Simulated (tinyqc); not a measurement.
k.p theory built from an empirical-pseudopotential calculation at Gamma: one step. The mass from the table. Two cases, with inputs chosen for the exercise.

Problem. A is the s-like conduction level at Gamma of a pseudopotential calculation, W its squared momentum coupling to multiplet B, and 1/m = 1 + sum_B W/(E_A - E_B). Add the last column, the sum over the higher multiplets and 1; two levels alone means 1 + W/E of multiplet 2 (whose E_B is 0).

Case 1.

Couplings:

| multiplet B | degeneracy | E_B (eV) | W (eV) | W/(E_A - E_B) |
|---|---|---|---|---|
| 2 | 3 | 0.000000 | 14.201483 | 4.661714 |
| 4 | 3 | 7.274689 | 0.040864 | -0.009664 |
| 7 | 3 | 15.198442 | 0.272229 | -0.022402 |
| 10 | 3 | 29.244347 | 0.371023 | -0.014162 |
| 12 | 3 | 29.853252 | 1.014416 | -0.037842 |
| 16 | 3 | 42.788878 | 0.029149 | -0.000733 |
| 18 | 3 | 44.359628 | 0.026371 | -0.000638 |
| 20 | 3 | 46.007949 | 0.002781 | -0.000065 |

sum over the higher multiplets = -0.003314
E_A = 3.046408 eV

Case 2.

Couplings:

| multiplet B | degeneracy | E_B (eV) | W (eV) | W/(E_A - E_B) |
|---|---|---|---|---|
| 2 | 3 | 0.000000 | 18.469839 | 7.035153 |
| 4 | 3 | 5.091965 | 0.142212 | -0.057655 |
| 7 | 3 | 13.586541 | 0.228966 | -0.020889 |
| 11 | 3 | 29.973333 | 0.255085 | -0.009327 |
| 12 | 3 | 31.061280 | 0.377515 | -0.013276 |
| 15 | 3 | 44.755104 | 0.019985 | -0.000474 |
| 17 | 3 | 45.472771 | 0.003513 | -0.000082 |
| 19 | 3 | 46.967085 | 0.011808 | -0.000266 |

sum over the higher multiplets = -0.002873
E_A = 2.625364 eV

Give: 1/m; m; m from two levels.

Solution.

Case 1.

1/m = 5.573
m = 0.1794 m0
m from two levels = 0.1766 m0

Case 2.

1/m = 7.930
m = 0.1261 m0
m from two levels = 0.1245 m0

Computed by tinyqc, one run a case: `OMP_NUM_THREADS=1 python tinyqc.py N N+1 out.jsonl` with N = 1051169, 1051278; one thread of a shared Intel(R) Xeon(R) Processor @ 2.30GHz, about 0.6 s a run at most.
